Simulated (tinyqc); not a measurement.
Bandgap voltage reference from two bipolar transistors: output against temperature.

Two transistors of area 1 and N carry the same current I. Is(T) = Is (T/T0)^eta exp[(Vg0 q/kB)(1/T0 - 1/T)], VBE1 = Vt ln(I/Is(T)) + I rb, VBE2 = Vt ln(I/(N Is(T))) + I rb/N. The amplifier forces I R1(T) = VBE1 - VBE2 + Vos, with R(T) = R (1 + tc (T - T0)) for both resistors, and the output is Vref = VBE1 + I R2(T). Base currents and the Early effect are neglected.

Vt = kB T/q; I = (Vt ln N + Vos)/(R1(T) - rb (1 - 1/N)).

Inputs (values chosen for the exercise); values of the order met in silicon bipolar transistors:
```
symbol,value,unit,meaning
T0,300,K,reference temperature
Vg0,1.191,V,band-gap voltage extrapolated to 0 K
eta,3.1,,temperature exponent of the saturation current
Is,6.1e-18,A,saturation current of the unit transistor at T0
N,8,,area ratio of the second transistor
R1,10,kohm,"resistor across which the difference of VBE falls, at T0"
tc,0,ppm/K,temperature coefficient of both resistors
Vos,0,mV,offset of the amplifier
rb,100,ohm,series resistance of the unit transistor
R2,93.45,kohm,output resistor at T0
```

Constants: q = 1.602176634e-19 C, kB = 1.380649e-23 J/K. Results are converted to the units shown.

Results:

| T (K) | I (uA) | VBE1 (V) | I R2 (V) | Vref (V) | Vref - Vref(T0) (mV) | dVref/dT (uV/K) |
|---|---|---|---|---|---|---|
| 218 | 3.9409 | 0.85539 | 0.36827 | 1.2237 | 5.0465 | -31.119 |
| 233 | 4.2120 | 0.82949 | 0.39361 | 1.2231 | 4.4884 | -43.161 |
| 253 | 4.5736 | 0.79469 | 0.42740 | 1.2221 | 3.4742 | -58.063 |
| 298 | 5.3871 | 0.71537 | 0.50342 | 1.2188 | 0.17659 | -87.688 |
| 323 | 5.8390 | 0.67076 | 0.54566 | 1.2164 | -2.2003 | -102.27 |
| 348 | 6.2909 | 0.62580 | 0.58789 | 1.2137 | -4.9277 | -115.76 |
| 373 | 6.7429 | 0.58052 | 0.63012 | 1.2106 | -7.9803 | -128.31 |
| 398 | 7.1948 | 0.53493 | 0.67236 | 1.2073 | -11.336 | -140.05 |
| 423 | 7.6467 | 0.48905 | 0.71459 | 1.2036 | -14.977 | -151.08 |

Estimate the missing row, T = 273 K.

Computed row:

| T (K) | I (uA) | VBE1 (V) | I R2 (V) | Vref (V) | Vref - Vref(T0) (mV) | dVref/dT (uV/K) |
|---|---|---|---|---|---|---|
| 273 | 4.9351 | 0.75960 | 0.46119 | 1.2208 | 2.1735 | -71.831 |

With this row back in the table: VBE1 falls by 1.79 mV/K on average and I R2 rises by 1.69 mV/K. The slope of Vref vanishes at T = 184 K. Between 233 and 398 K Vref spans 15.8 mV, or 78.8 ppm/K by the box method (span over the average over T, over 165 K).

Computed by the program tinyqc: `OMP_NUM_THREADS=1 python tinyqc.py 2062131 2062132 out.jsonl`, one thread of a shared Intel Xeon 2.30GHz, about 0.02 s for the whole run.
